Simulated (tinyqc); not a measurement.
# Junctionless gate-all-around wire, depletion approximation: two studies

A uniformly doped n-type wire of radius R under a surrounding gate; long channel. Below flat band a shell from radius rc to R is fully depleted and the neutral core, at channel potential V (0 at the source, Vd at the drain), carries the current with constant mobility; s = (rc/R)^2 is the share of the cross-section that conducts. The edge of the depleted shell is taken as abrupt, so there is no subthreshold current.

Parameters, values chosen for the exercise; material values close to those of silicon: relative permittivity of the semiconductor eps_r = 11.5; relative permittivity of the gate insulator eox = 3.9; insulator thickness tox = 3.6 nm; wire radius R = 8 nm; donor density Nd = 8.3e18 cm^-3; flat-band voltage Vfb = 0.32 V; effective mobility in the wire mu = 87 cm^2/(V s); gate length L = 0.05 um.

Constants: q = 1.602176634e-19 C, eps0 = 8.8541878128e-14 F/cm where lengths are in cm. Results are converted to the units shown.

Each table varies one quantity; the others keep the values above.

## Effect of the wire radius on the threshold

Cox = eps0 eox/(R ln(1 + tox/R)); A = q Nd R^2/(4 eps0 eps_r); B = q Nd R/(2 Cox); VT = Vfb - A - B. The flat-band conductance is G0 = q mu Nd pi R^2/L.

Effect of the wire radius on the threshold:
```
R (nm)	Cox (uF/cm^2)	A (V)	B (V)	VT (V)	G0 (uS)
2.7	1.509	0.02380	0.1189	0.1773	5.299
3.6	1.384	0.04231	0.1730	0.1047	9.421
4.8	1.286	0.07523	0.2483	-0.003492	16.75
6.5	1.205	0.1379	0.3585	-0.1765	30.71
8.8	1.144	0.2528	0.5114	-0.4442	56.29
12	1.097	0.4702	0.7275	-0.8776	104.7
16	1.063	0.8358	1.000	-1.516	186.1
```

Read the table: what changes, and by how much?

As R goes from 2.7 to 16 nm, VT falls from 0.177 to -1.52 V and G0 rises from 5.30 to 186 uS. A + B goes on average as R^(1.44). The device is normally off (VT > 0) in 2 of the 7 rows. More conductance costs threshold voltage: the same dopants that conduct must be depleted. At R = 2.7 nm the radius is under two Debye lengths (at 300 K), so the depletion picture is rough. At R = 2.7 nm quantum confinement, left out here, matters.

## Effect of the insulator thickness on the threshold

Same model as above.

The same in every row: A (V) = 0.20896; G0 (uS) = 46.523.

Effect of the insulator thickness on the threshold:
```
tox (nm)	Cox (uF/cm^2)	B (V)	VT (V)
1.2	3.0884	0.17223	-0.061191
1.7	2.2401	0.23745	-0.12641
2.5	1.5873	0.33511	-0.22407
3.6	1.1617	0.45789	-0.34685
5.2	0.86195	0.61712	-0.50608
7.5	0.65262	0.81506	-0.70402
11	0.49901	1.0660	-0.95492
```

As tox goes from 1.2 to 11 nm, VT falls from -0.0612 to -0.955 V and G0 stays at 46.5 uS. A + B goes on average as tox^(0.54). The device is normally off (VT > 0) in 0 of the 7 rows.

Program tinyqc, `OMP_NUM_THREADS=1 python tinyqc.py 2460095 2460096 out.jsonl`; Intel Xeon 2.30GHz, shared host, one thread, about 0.01 s.
